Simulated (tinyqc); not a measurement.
Worked calculation: electromigration in a confined line: Blech product, Korhonen stress evolution and Black's law. Computed by tinyqc, a small Python program that keeps every step. Command: `OMP_NUM_THREADS=1 python tinyqc.py 3011453 3011454 out.jsonl emigr walk`. One thread of a shared host (Intel(R) Xeon(R) Processor @ 2.30GHz), about 0.01 s of CPU time with the checks. Intermediate numbers are printed to about 5 digits and carried at full precision; extremes and crossings named in words are read from the listed rows.

The electron wind pushes atoms from the cathode (x = 0) to the anode (x = L); blocking ends build a back stress (tension positive). The input rho is taken not to change with temperature. d sigma/dt = d/dx [kappa (d sigma/dx + G)], with zero flux at both ends and sigma = sigma_0 at t = 0.

Inputs (values chosen for the exercise, close to those used for ruthenium lines):

| quantity | value | unit |
|---|---|---|
| resistivity rho | 14.2 | micro-ohm cm |
| atomic volume Omega | 13.6 | angstrom^3 |
| effective charge number Z* | 1.7 | - |
| prefactor D0 | 7.8e-07 | m^2/s |
| activation energy E | 1.4 | eV |
| effective modulus B | 69 | GPa |
| critical stress sigma_c | 650 | MPa |
| initial stress sigma_0 | 140 | MPa |
| current density j | 4 | MA/cm^2 |
| line length L | 36 | um |
| test temperature T | 290 | C |
| time as a fraction of L^2/kappa, s | 0.019 | - |
| use temperature T_u | 105 | C |
| use current density j_u | 0.36 | MA/cm^2 |
| current exponent n | 1 | - |

Start: thermal stress.

Constants: e = 1.602176634e-19 C; k_B = 8.617333262e-05 eV/K; k_B = 1.380649e-23 J/K.

## Driving force and diffusivities

G = Z* e rho j/Omega; D = D0 exp(-E/(k_B T)); kappa = D B Omega/(k_B T); drift velocity of an unconfined line v = D Z* e rho j/(k_B T). SI: 1 micro-ohm cm = 1e-8 ohm m, 1 MA/cm^2 = 1e10 A/m^2. Temperatures in kelvin are T(C) + 273.15.

stress gradient G = 113.75 MPa/um

diffusivity D = 2.3074e-19 m^2/s

kappa = 2.7849e-17 m^2/s

drift velocity = 0.16528 nm/h

## Steady state and Blech product

At steady state sigma(x) = sigma_0 + G (L/2 - x). A void forms only if the cathode stress reaches sigma_c, that is if j L exceeds (j L)_c = 2 Omega (sigma_c - sigma_0)/(Z* e rho). Time scale tau = L^2/kappa.

steady cathode stress = 2187.6 MPa

j L = 14400 A/cm

critical product (j L)_c = 3586.7 A/cm

tau = 12927 h

j L is 4.01 times the critical product: the line can fail. Caution: a steady stress above sigma_c is formal, since a void forms first.

## Series terms at the cathode

sigma(x, t) = sigma_0 + G L [1/2 - x/L - 4 sum_(m odd) cos(m pi x/L) exp(-m^2 pi^2 s)/(m pi)^2], s = t/tau, summed to m = 399. The terms at x = 0 are 4 exp(-m^2 pi^2 s)/(m pi)^2; tau = L^2/kappa.

terms for m = 1, 3, 5, 7: 0.33599  0.0083283  1.4922e-04  8.4529e-07

cathode stress at time s = 776.95 MPa

time t = 245.61 h

Caution: the stress exceeds sigma_c: a void would already have formed and relaxed it, so the value is formal.

## Stress along the line

Steady state: sigma_0 + G L (1/2 - x/L). Take x/L = 0, 0.1, 0.2, 0.3, 0.4, 0.6, 0.8 and 1.

Stress (MPa):

| x/L | at time s | steady state |
|---|---|---|
| 0.0 | 776.95 | 2187.6 |
| 0.1 | 449.45 | 1778.1 |
| 0.2 | 266.56 | 1368.5 |
| 0.3 | 182.72 | 959.0 |
| 0.4 | 151.32 | 549.5 |
| 0.6 | 128.68 | -269.5 |
| 0.8 | 13.44 | -1088.5 |
| 1.0 | -496.95 | -1907.6 |

Caution: stresses above sigma_c are formal, since a void forms first.

## Finite line against the semi-infinite law

Semi-infinite line: sigma(0, t) = sigma_0 + 2 G L sqrt(s/pi). One-term form: keep m = 1 alone.

Cathode stress (MPa):

| s | t (h) | full series | semi-infinite | one term |
|---|---|---|---|---|
| 0.002 | 2.5854e+01 | 346.7 | 346.7 | 560.3 |
| 0.005 | 6.4635e+01 | 466.7 | 466.7 | 607.8 |
| 0.01 | 1.2927e+02 | 602.1 | 602.1 | 683.9 |
| 0.02 | 2.5854e+02 | 793.5 | 793.5 | 825.2 |
| 0.05 | 6.4635e+02 | 1172.2 | 1173.3 | 1174.3 |
| 0.1 | 1.2927e+03 | 1569.0 | 1601.3 | 1569.0 |
| 0.2 | 2.5854e+03 | 1957.0 | 2206.5 | 1957.0 |
| 0.4 | 5.1708e+03 | 2155.6 | 3062.5 | 2155.6 |
| 0.8 | 1.0342e+04 | 2187.0 | 4273.1 | 2187.0 |

Among these rows the semi-infinite law holds to 1 % up to s = 0.05 and the one-term form from s = 0.05 on: the far end is felt once sqrt(kappa t) is no longer small against L, and by then the terms with m > 1 have nearly died out. The critical stress 650 MPa is passed between s = 0.01 and 0.02. Caution: rows beyond sigma_c are formal, since a void ends the model there.

## Time to nucleate a void

Solve sigma(0, t) = sigma_c for s; the semi-infinite estimate is t = (pi/kappa) ((sigma_c - sigma_0)/(2 G))^2.

nucleation time = 157.47 h

semi-infinite estimate = 157.47 h

The two agree: the void nucleates before the far end is felt, so the time scales as 1/j^2 and not with L.

## Extrapolation by Black's law

Median life t50 = A j^(-n) exp(E/(k_B T)); acceleration factor = t50(use)/t50(test) = (j/j_u)^n exp[(E/k_B)(1/T_u - 1/T)].

current factor = 11.111

temperature factor = 1.3473e+06

acceleration factor = 1.4970e+07

At the use current j_u L lies below the critical product, where Black's law does not apply: the line would not fail by this mechanism. Caution: an acceleration factor above a million assumes one mechanism over a range that no test covers. Caution: j_u L lies below the critical product, so the acceleration factor is formal: at use the line would not void.

Checks made by the program: series against a 200-cell finite-volume solution (on the scale of G L) (relative difference 1e-06).
